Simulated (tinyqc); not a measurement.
Tunnelling through a two-layer gate stack, WKB transmission and Tsu-Esaki current: one step of the calculation.

Electrons leave the emitter at x = 0. Energies E (motion across the layers) are in eV from the emitter Fermi level; the collector Fermi level lies at -V and offers states at every E. No charge in the dielectric and no image force: F1 = V/(t1 + t2 eps1/eps2), F2 = F1 eps1/eps2; U = phi1 - F1 x in layer 1 and phi2 - F1 t1 - F2 (x - t1) in layer 2. With C = hbar^2/(2 m0), kappa = sqrt(m (U - E)/C) where U > E and 0 elsewhere; T(E) = exp(-S), S = 2 times the integral of kappa over x.

Question. WKB exponent by the midpoint rule. Cut each layer into nc equal cells, take U and kappa at the cell centres, and sum S = 2 sum kappa h.

Parameters, values chosen for the exercise; layer 1 close to silicon dioxide, layer 2 close to aluminium oxide:
```
symbol,value,unit,meaning
phi1,3.21,eV,barrier of layer 1 above the emitter Fermi level at zero bias
m1,0.5,m0,tunnelling mass of layer 1
t1,0.5,nm,thickness of layer 1
eps1,4.08,,relative permittivity of layer 1
phi2,2.63,eV,barrier of layer 2 at zero bias
m2,0.4,m0,tunnelling mass of layer 2
t2,1.7,nm,thickness of layer 2
eps2,8.56,,relative permittivity of layer 2
V,1.5,V,voltage across the dielectric
E,0.13,eV,energy of the electron followed
nc,5,,cells in each layer
```

Constants: q = 1.602176634e-19 C, hbar = 1.054571817e-34 J s, m0 = 9.1093837015e-31 kg, hbar^2/(2 m0) = 0.0380998212 eV nm^2. Results are converted to the units shown.

Give: x; U; kappa; S; T(E).

Answer.

```
cell  x (nm)  U (eV)  kappa (1/nm)
0     0.0500  3.1528        6.2983
1     0.1500  3.0383        6.1779
2     0.2500  2.9238        6.0551
3     0.3500  2.8093        5.9297
4     0.4500  2.6948        5.8017
5     0.6700  1.9648        4.3890
6     1.0100  1.7793        4.1612
7     1.3500  1.5938        3.9202
8     1.6900  1.4083        3.6634
9     2.0300  1.2228        3.3871
```

S = 19.327
T(E) = 4.0409e-9

Numbers from tinyqc (`OMP_NUM_THREADS=1 python tinyqc.py 2540149 2540150 out.jsonl`; about 0.06 s on one thread of a shared Intel Xeon 2.30GHz).
